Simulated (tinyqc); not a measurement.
Raising U: Hubbard ring of 6 sites, mean field against exact. Computed by the program tinyqc. Collinear unrestricted mean field (the lowest of 40 random starts) against exact diagonalisation.

one-body matrix (hopping and site energies) (eV):
```
,1,2,3,4,5,6
1,0.0000,-0.9300,0.0000,0.0000,0.0000,-0.9300
2,-0.9300,0.0000,-0.9300,0.0000,0.0000,0.0000
3,0.0000,-0.9300,0.0000,-0.9300,0.0000,0.0000
4,0.0000,0.0000,-0.9300,0.0000,-0.9300,0.0000
5,0.0000,0.0000,0.0000,-0.9300,0.0000,-0.9300
6,-0.9300,0.0000,0.0000,0.0000,-0.9300,0.0000
```

electrons, up and down: 3  3

Exact and mean-field results (eV):
```
U,U/t,E exact,E mean field,mean |n_up - n_down|,"double occupancy, exact",first gap in the sector
0.4700,0.5054,-6.758946,-6.735000,0.0000,0.2330,1.7004
0.9300,1.0000,-6.139077,-6.045000,0.0000,0.2161,1.5403
1.8600,2.0000,-5.030795,-4.650000,0.0000,0.1808,1.2212
2.7900,3.0000,-4.123019,-3.395692,0.5539,0.1446,0.9380
3.7200,4.0000,-3.411897,-2.637779,0.7578,0.1111,0.7164
5.5800,6.0000,-2.463121,-1.811273,0.8914,0.0637,0.4511
11.1600,12.0000,-1.301867,-0.923632,0.9724,0.0186,0.2109
18.6000,20.0000,-0.792832,-0.556612,0.9900,0.0070,0.1265
```

Estimate the missing row, U = 7.44.

Computed row:
```
U          U/t    E exact  E mean field  mean |n_up - n_down|  double occupancy, exact  first gap in the sector
7.4400  8.0000  -1.904762     -1.373896                0.9384                   0.0391                   0.3242
```

In absolute terms mean field is worst at U/t = 4.0, 0.774 eV too high: at small U it is nearly exact, and at large U it misses only exchange-scale energies. Its local moments set in at U/t = 3.0 of those listed, a broken symmetry that the exact state of a finite cluster with equal spins does not have. Relative to the exact energy its error is 0.4 % at the smallest U, 30 % at most and 30 % at the largest. The double occupancy falls from 0.233 to 0.007; at the largest U the first gap is 0.68 times the exchange scale 4t^2/U.
